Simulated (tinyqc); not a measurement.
## Planar ballistic transistor, top-of-the-barrier model: effect of the temperature

At the top of the source barrier, states moving towards the drain are filled by the source (Fermi level 0) and states moving back by the drain (Fermi level -q Vd); nothing scatters. U is the shift of the band edge there, set by the capacitances CG, CD and CS (the total) and by the charge. Parabolic two-dimensional band; the source is grounded.

N0 = gv m kB T/(pi hbar^2), CG = eps0 eox/tox, vT = sqrt(2 kB T/(pi m)), CS = CG/aG, n0 = n at U = 0 and Vd = 0. eta1 = -(E0 + U)/Vt, eta2 = eta1 - Vd/Vt, n = (N0/2)[F_0(eta1) + F_0(eta2)], F_0(x) = ln(1 + exp x). U = UL + q (n - n0)/CS with UL = -(aG Vg + aD Vd), energies in eV. I = q (N0/2) vT [F_(1/2)(eta1) - F_(1/2)(eta2)] per width, F_(1/2)(x) = (2/sqrt(pi)) int_0^infinity u^(1/2)/(1 + exp(u - x)) du. CQ = (q/Vt) dn/d(eta1). E0 is held fixed.

Inputs (values chosen for the exercise); mass and valleys close to those of gallium arsenide:
```
symbol   value  unit                                                                 meaning
m       0.0644    m0                                                          effective mass
gv           1                                                             valley degeneracy
eox        3.9                                   relative permittivity of the gate insulator
tox        3.2    nm                                                     insulator thickness
aG        0.89                                                            gate control CG/CS
aD       0.097                                                           drain control CD/CS
E0        0.22    eV  band edge at the barrier top above the source Fermi level at zero bias
Vg         0.6     V                                                            gate voltage
Vd         0.6     V                                                           drain voltage
```

Constants: q = 1.602176634e-19 C, kB = 1.380649e-23 J/K, hbar = 1.054571817e-34 J s, m0 = 9.1093837015e-31 kg, Vt = kB T/q, eps0 = 8.8541878128e-14 F/cm where lengths are in cm. Results are converted to the units shown.

Results:

| T (K) | eta1 | n (cm^-2) | I (uA/um) | mean velocity I/(q n) (cm/s) | CQ/CS |
|---|---|---|---|---|---|
| 50 | 31.102 | 1.8026e12 | 1050.0 | 3.6357e7 | 1.7774 |
| 77 | 20.196 | 1.8026e12 | 1051.8 | 3.6421e7 | 1.7774 |
| 120 | 12.959 | 1.8026e12 | 1056.4 | 3.6579e7 | 1.7774 |
| 240 | 6.4787 | 1.8027e12 | 1080.1 | 3.7395e7 | 1.7747 |
| 300 | 5.1804 | 1.8033e12 | 1097.9 | 3.7998e7 | 1.7675 |
| 360 | 4.3123 | 1.8050e12 | 1119.3 | 3.8705e7 | 1.7539 |
| 420 | 3.6898 | 1.8083e12 | 1144.3 | 3.9497e7 | 1.7341 |

Estimate the missing row, T = 180 K.

Computed row:

| T (K) | eta1 | n (cm^-2) | I (uA/um) | mean velocity I/(q n) (cm/s) | CQ/CS |
|---|---|---|---|---|---|
| 180 | 8.6394 | 1.8026e12 | 1066.2 | 3.6918e7 | 1.7771 |

With this row back in the table: As T goes from 50 to 420 K, n stays near 1.80e12 cm^-2, the mean velocity rises from 3.64e7 to 3.95e7 cm/s and the current rises from 1050 to 1140 uA/um. CQ/CS goes from 1.8 to 1.7.

Numbers from tinyqc (`OMP_NUM_THREADS=1 python tinyqc.py 2400091 2400092 out.jsonl`; about 0.01 s on one thread of a shared Intel Xeon 2.30GHz).
